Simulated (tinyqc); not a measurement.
Worked calculation: free and nearly free electrons in a metal. Values are carried at full precision from step to step, so a last printed digit may differ when a step is redone from the rounded ones.

The cubic cell holds 2 atoms: n = 2 z/a^3, kF = (3 pi^2 n)^(1/3), EF = c kF^2/m, vF = 2 c kF/(m hbar), c = hbar^2/2m0; rs = (3/(4 pi n))^(1/3)/a0; D(EF) = 3 n/(2 EF).

Constants: hbar^2/2m0 = 3.80998211 eV angstrom^2; hbar = 6.58211957e-16 eV s; a0 (Bohr radius) = 0.5291772105 angstrom; kB = 8.617333262e-05 eV/K.

Parameters, chosen for this exercise (near those of Li; not measured data): a = 3.516 angstrom (bcc lattice constant); z = 1 (free electrons an atom); m = 1 m0 (mass); rho = 10.69 micro-ohm cm (bulk resistivity); T = 290 K; V = 1.12 eV (|V_G| for G = (110)); x = 0.96 (k along G as a share of |G|/2).

## The Fermi sphere

Evaluate the free-electron quantities.

n = 0.04601 1/angstrom^3
kF = 1.1086 1/angstrom
EF = 4.682 eV
vF = 1.283e+06 m/s
rs = 3.271
D(EF) per atom = 0.3204 1/eV

## Relaxation time and mean free path

Drude: 1/rho = n e^2 tau/(m m0) with e = 1.602176634e-19 C and m0 = 9.1093837e-31 kg; mean free path l = vF tau; rho l = hbar kF/(n e^2) = 12 pi^3 hbar/(e^2 S) with S = 4 pi kF^2 does not depend on tau or m.

Use SI units: n in 1/m^3 (1e30 per 1/angstrom^3), rho in ohm m (1e-8 per micro-ohm cm).

tau = 7.21 fs
l = 9.26 nm
rho l = 9.898 1e-16 ohm m^2

Wires lose conductivity to surfaces and grain boundaries, with an excess that scales as rho l over the width and is of the order of rho itself at a width of l = 9 nm.

## Thermal quantities

gamma = (pi^2/3) kB^2 D(EF) per atom, times 96485.33 x 1e3 for mJ/(mol K^2); mu(T) = EF (1 - (pi kB T/EF)^2/12); Wiedemann-Franz kappa = L0 T/rho with L0 = (pi^2/3) (kB/e)^2, kB/e in V/K.

gamma = 0.755 mJ/(mol K^2)
mu - EF = -0.1097 meV
kappa = 66 W/(m K)

## The sphere against the zone faces

Take G = (hkl) 2 pi/a for (110), (200) and (211), with the number of equivalent faces. The Bragg plane of G lies at |G|/2 with |G| = (2 pi/a) sqrt(h^2 + k^2 + l^2). Where kF exceeds it, the sphere cuts the plane in a circle of radius sqrt(kF^2 - G^2/4).

Distance and circle for each G:
```
G      faces  |G|/2 (1/angstrom)  kF/(|G|/2)  circle radius
(110)     12              1.2636      0.8773              -
(200)      6              1.7870      0.6204              -
(211)     24              2.1887      0.5065              -
```

The sphere stays inside the first zone; it reaches 0.877 of the way to the nearest faces.

## Two plane waves near the face

Two plane waves k and k - G, G = (110) (2 pi/a): H = [[c k^2/m, V], [V, c (k - G)^2/m]] with c = hbar^2/2m0.

Build H for k along G, diagonalise, and give the weight of the first wave in the lower state and its velocity along G relative to a free electron, (w k + (1 - w)(k - G))/k.

H (eV):
```
[[5.6066, 1.1200],
 [1.1200, 6.5799]]
```

levels (eV): [4.8721, 7.3144]

w = 0.6993
v/v_free = 0.3735

The splitting is 2.442 eV here and 2V = 2.24 eV on the face, where the normal velocity vanishes. There the lower band lies at 4.964 eV, above the free EF of 4.682 eV, so the Fermi surface does not reach the face.

## Checks

- Lower level against the closed form of the 2 x 2 problem (eV): both 4.8721.
- The product rho l against hbar kF/(n e^2) (1e-16 ohm m^2): both 9.898.

(tinyqc, `OMP_NUM_THREADS=1 python tinyqc.py 1681268 1681269 out.jsonl`, Intel(R) Xeon(R) Processor @ 2.30GHz, 1 thread, shared host, about 0.01 s.)
